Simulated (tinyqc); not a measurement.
Oxide trap near a transistor channel: two-state multiphonon kinetics, telegraph noise and bias instability: one step, computed by the program tinyqc. Command: `OMP_NUM_THREADS=1 python tinyqc.py 3008148 3008149 out.jsonl oxidetrap walk`. One thread of a shared host (Intel(R) Xeon(R) Processor @ 2.30GHz), about 0.01 s of CPU time with the checks.

An n-channel device under positive gate bias. The trap is empty (state 1) or holds an electron (state 2); both states are parabolas of equal curvature, and the electron reservoir is taken at the Fermi level of the channel.

Task: Many traps: 1/f noise. McWhorter number fluctuations for traps uniform in depth and energy: S_V = e^2 k_B T N_t lambda/(W L C_ox^2 f), C_ox = eps_ox eps_0/t_ox. The number of traps within k_B T in energy and one decade in time is N_t k_B T lambda ln(10) W L.

Inputs (values chosen for the exercise, with an insulator like Si3N4 on silicon):

| quantity | value | unit |
|---|---|---|
| insulator constant eps_ox | 7.06 | - |
| insulator thickness t_ox | 5.4 | nm |
| trap depth x from the interface | 1.4 | nm |
| tunnel barrier phi_b | 2 | eV |
| oxide field F | 6.7 | MV/cm |
| temperature T | 250 | K |
| channel width W | 80 | nm |
| channel length L | 41 | nm |
| frequency f | 4 | Hz |
| trap density N_t | 6.6e+17 | cm^-3 eV^-1 |

Parts treated: one trap and an ensemble.

attenuation length lambda = 0.1064858 nm

Constants: eps_0 = 8.8541878128e-12 F/m; e = 1.602176634e-19 C; k_B = 8.617333262e-05 eV/K.

Give: C_ox; 1/f noise S_V(f); active traps per decade.

Result:

C_ox = 1.158 microF/cm^2

1/f noise S_V(f) = 2.211e-08 V^2/Hz

active traps per decade = 0.01144

With less than one active trap per decade a single device shows separate Lorentzians; 1/f is only the average over many devices. Caution: a field 1.5 times as high comes near the usual breakdown field of such an insulator. Caution: the field lowers the tunnel barrier appreciably over the trap depth, so the rectangular barrier understates the rate. Caution: N_t k_B T lambda ln(10) W L, the number of active traps per decade, is below one, so S_V is only the mean over many devices.
